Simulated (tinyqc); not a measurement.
# Undoped symmetric double-gate MOSFET, analytic potential model: several studies

An undoped body of thickness ts between two equal insulators and tied gates; long channel, electrons only, n = ni exp((psi - V)/Vt) with V the quasi-Fermi potential (0 at the source, Vd at the drain), constant mobility, no quantisation. Across the body psi(x) = V - 2 Vt ln[(ts/(2 beta)) sqrt(q ni/(2 eps0 eps_r Vt)) cos(2 beta x/ts)], x from the centre. Q is the electron charge per area of the whole body.

Values chosen for this exercise; material values close to those of gallium arsenide:
- T = 400 K (temperature)
- Eg = 1.43 eV (band gap)
- eps_r = 12.8 (relative permittivity of the semiconductor)
- Nc = 6.91e17 cm^-3 (conduction-band density of states at T)
- Nv = 1.36e19 cm^-3 (valence-band density of states at T)
- eox = 8.63 (relative permittivity of the gate insulator)
- tox = 5.8 nm (insulator thickness)
- ts = 25 nm (body thickness)
- dphi = 0.24 V (gate work function less that of the intrinsic body)
- mu = 380 cm^2/(V s) (channel mobility)
- L = 0.1 um (gate length)
- Vd = 0.05 V (drain voltage)

Constants: q = 1.602176634e-19 C, kB = 1.380649e-23 J/K, Vt = kB T/q, eps0 = 8.8541878128e-14 F/cm where lengths are in cm. Results are converted to the units shown.

Each table varies one quantity; the others keep the values above.

## Output curve

ni = sqrt(Nc Nv) exp(-Eg/(2 Vt)), Eg in volts; r = eps_r tox/(eox ts); V0 = dphi + 2 Vt ln[(2/ts) sqrt(2 eps0 eps_r Vt/(q ni))]. beta (between 0 and pi/2) solves (Vg - V0 - V)/(2 Vt) = ln(beta) - ln(cos beta) + 2 r beta tan(beta). Q = 8 eps0 eps_r Vt beta tan(beta)/ts; I = mu (1/L)(4 eps0 eps_r/ts)(2 Vt)^2 [g(beta_s) - g(beta_d)] per width, g = beta tan(beta) - beta^2/2 + r beta^2 tan^2(beta), with beta_s at V = 0 and beta_d at V = Vd.

In this table Vg = 1.18 V.

Results:
```
Vd (V)  Qd (nC/cm^2)      Qd/Qs  I (uA/um)
0.06          413.44    0.78000     107.43
0.11          322.08    0.60764     177.21
0.17          221.57    0.41803     238.97
0.22          147.78    0.27881     273.89
0.28          75.615    0.14266     298.97
0.33          33.873   0.063905     309.07
0.44          2.3115  0.0043609     314.39
0.49         0.55763  0.0010520     314.63
```

Estimate the missing row, Vd = 0.38 V.

Computed row:
```
Vd (V)  Qd (nC/cm^2)     Qd/Qs  I (uA/um)
0.38          11.376  0.021461     313.08
```

With this row back in the table: The current rises from 107 to 315 uA/um, while the charge at the drain end falls from 0.78 to 0.0011 of that at the source. The current first comes within 1 % of its last value at Vd = 0.38 V among the rows. Over the last rows Qd falls by a factor of e for each Vt of drain voltage: the drain end is in weak inversion. In every row the surface density at the source passes 0.3 Nc, where Boltzmann statistics fail. For Vd = 0.11 to 0.49 V mu V/L, with V the smaller of Vd and Vg - V0, passes 3e6 cm/s, so velocity saturation would lower the current. In every row L is under three scale lengths of this cross-section, so short-channel effects, left out here, would raise the subthreshold current.

## Effect of the gate work function less that of the intrinsic body

Q = 8 eps0 eps_r Vt beta tan(beta)/ts; I = mu (1/L)(4 eps0 eps_r/ts)(2 Vt)^2 [g(beta_s) - g(beta_d)] per width, g = beta tan(beta) - beta^2/2 + r beta^2 tan^2(beta), with beta_s at V = 0 and beta_d at V = Vd.  I(low) is taken at Vg = 0.63 V, Qs and I(high) at Vg = 1.38 V.

Results:
```
dphi (V)   V0 (V)  I(low) (nA/um)  Qs(high) (nC/cm^2)  I(high) (uA/um)
0.09      0.72625          715.58              1296.0           235.28
0.14      0.77625          176.92              1180.9           213.54
0.19      0.82625          42.041              1067.1           192.08
0.29      0.92625          2.3199              844.84           150.23
0.34      0.97625         0.54396              736.96           129.99
0.39       1.0262         0.12753              631.83           110.32
```

Estimate the missing row, dphi = 0.24 V.

Computed row:
```
dphi (V)   V0 (V)  I(low) (nA/um)  Qs(high) (nC/cm^2)  I(high) (uA/um)
0.24      0.87625          9.8879              955.02           170.95
```

With this row back in the table: As dphi goes from 0.09 to 0.39 V, I(low) falls from 716 to 0.128 nA/um and I(high) falls from 235 to 110 uA/um. V0 rises from 0.726 to 1.03 V. In every row the surface density at the source at the higher gate voltage passes 0.3 Nc, where Boltzmann statistics fail. In every row L is under three scale lengths of this cross-section, so short-channel effects, left out here, would raise the subthreshold current.

## Transfer curve and volume inversion

Same model as above.

The drop is psi(surface) - psi(centre) at the source end; C = dQs/dVg, Cg = 2 eps0 eox/tox; gm = dI/dVg.

Transfer curve and volume inversion:
```
Vg (V)  Qs (nC/cm^2)  drop (mV)      C/Cg  I (uA/um)  gm/I (1/V)
0.58         0.02313   0.006378  2.546e-4   0.002320       29.00
0.69          0.5576     0.1536  0.006084    0.05611       28.85
0.8            11.38      3.090    0.1058      1.218       25.97
0.92           97.32      23.71    0.4359      13.55       13.75
1.03           253.8      52.03    0.6245      40.68       7.264
1.14           451.5      77.54    0.7308      76.81       4.633
1.25           673.5      98.53    0.7958      118.1       3.320
1.37           932.8      117.2    0.8411      166.8       2.501
1.48            1181      131.3    0.8690      213.5       2.024
```

Read the table: what changes, and by how much?

The current rises from 0.00232 to 214 uA/um. In the first row gm/I is 29.0 1/V, 0.023 % below 1/Vt: with no depletion charge the whole body follows the gate, and the swing is ideal. The drop between surface and centre goes from 0.0064 to 131 mV and passes Vt at Vg = 1.03 V among the rows; below that the density varies across the body by less than a factor of e (volume inversion). C reaches 0.87 of Cg in the last row. For Vg = 0.92 to 1.48 V the surface density at the source passes 0.3 Nc, where Boltzmann statistics fail. In every row L is under three scale lengths of this cross-section, so short-channel effects, left out here, would raise the subthreshold current.

Computed by the program tinyqc: `OMP_NUM_THREADS=1 python tinyqc.py 2440128 2440129 out.jsonl`, one thread of a shared Intel Xeon 2.30GHz, about 0.02 s for the whole run.
